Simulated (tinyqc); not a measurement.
Electron continuity equation in a given potential, Scharfetter-Gummel discretisation: two steps of the calculation.

Steady state in one dimension: J = q mu n E + q D dn/dx with E = -dpsi/dx and D = mu Vt, dJ/dx = q (n/tau - G), fixed densities nL and nR at the ends. The potential is given, psi = U x/L, and is not changed by the electrons.

Parameters, values chosen for the exercise; mobility that of a made-up semiconductor: temperature T = 450 K; electron mobility mu = 1400 cm^2/(V s); length of the region L = 0.34 um; density at x = 0 nL = 5.3e15 cm^-3; density at x = L nR = 5.8e16 cm^-3; lifetime tau = 7.9e-13 s; uniform generation rate G = 0 cm^-3 s^-1.

Constants: q = 1.602176634e-19 C, kB = 1.380649e-23 J/K, Vt = kB T/q. Results are converted to the units shown.

Task 1. Tridiagonal system for the inner nodes. Row i (1 to 8): B(-d_(i-1)) n_(i-1) + b_i n_i + B(d_i) n_(i+1) = f_i with b_i = -B(-d_i) - B(d_(i-1)) - h^2/(D tau) and f_i = -G h^2/D; the known end values are moved to the right: f_1 loses B(-d_0) nL and f_8 loses B(d_8) nR. h = L/9, D = mu Vt.

```
interval,B(d_i),B(-d_i)
0,0.40359099,2.0081663
1,0.40359099,2.0081663
2,0.40359099,2.0081663
3,0.40359099,2.0081663
4,0.40359099,2.0081663
5,0.40359099,2.0081663
6,0.40359099,2.0081663
7,0.40359099,2.0081663
8,0.40359099,2.0081663
```

Give: diagonal b; right side f.

Result 1.

```
node,diagonal b,right side f (cm^-3)
1,-2.745,-1.064e16
2,-2.745,0
3,-2.745,0
4,-2.745,0
5,-2.745,0
6,-2.745,0
7,-2.745,0
8,-2.745,-2.341e16
```

Task 2. Densities and current. B(d) = d/(exp(d) - 1) with d_i = (psi_(i+1) - psi_i)/Vt; b and f are the diagonal and right side of the balance equations. Solve B(-d_(i-1)) n_(i-1) + b_i n_i + B(d_i) n_(i+1) = f_i (end values already in f), then J_i = (q D/h) [n_(i+1) B(d_i) - n_i B(-d_i)], h = L/9, D = mu Vt.

```
interval,B(d_i),B(-d_i)
0,0.40359099,2.0081663
1,0.40359099,2.0081663
2,0.40359099,2.0081663
3,0.40359099,2.0081663
4,0.40359099,2.0081663
5,0.40359099,2.0081663
6,0.40359099,2.0081663
7,0.40359099,2.0081663
8,0.40359099,2.0081663
```

```
node,diagonal b,right side f (cm^-3)
1,-2.7445182,-1.0643282e16
2,-2.7445182,0
3,-2.7445182,0
4,-2.7445182,0
5,-2.7445182,0
6,-2.7445182,0
7,-2.7445182,0
8,-2.7445182,-2.3408278e16
```

Wanted: n; J.

Result 2.

```
node,n (cm^-3)
0,5.3000e15
1,4.4201e15
2,3.6865e15
3,3.0755e15
4,2.5714e15
5,2.1832e15
6,2.0515e15
7,3.0875e15
8,1.0788e16
9,5.8000e16
```

```
interval,J (1e4 A/cm^2)
0,-2.0398
1,-1.7012
2,-1.4187
3,-1.1831
4,-0.9861
5,-0.8188
6,-0.6616
7,-0.4251
8,0.4015
```

Range of the model: The drift velocity mu E exceeds 1e7 cm/s somewhere, where real mobilities no longer stay constant.

Program tinyqc, `OMP_NUM_THREADS=1 python tinyqc.py 2220121 2220122 out.jsonl`; Intel Xeon 2.30GHz, shared host, one thread, about 0.01 s.
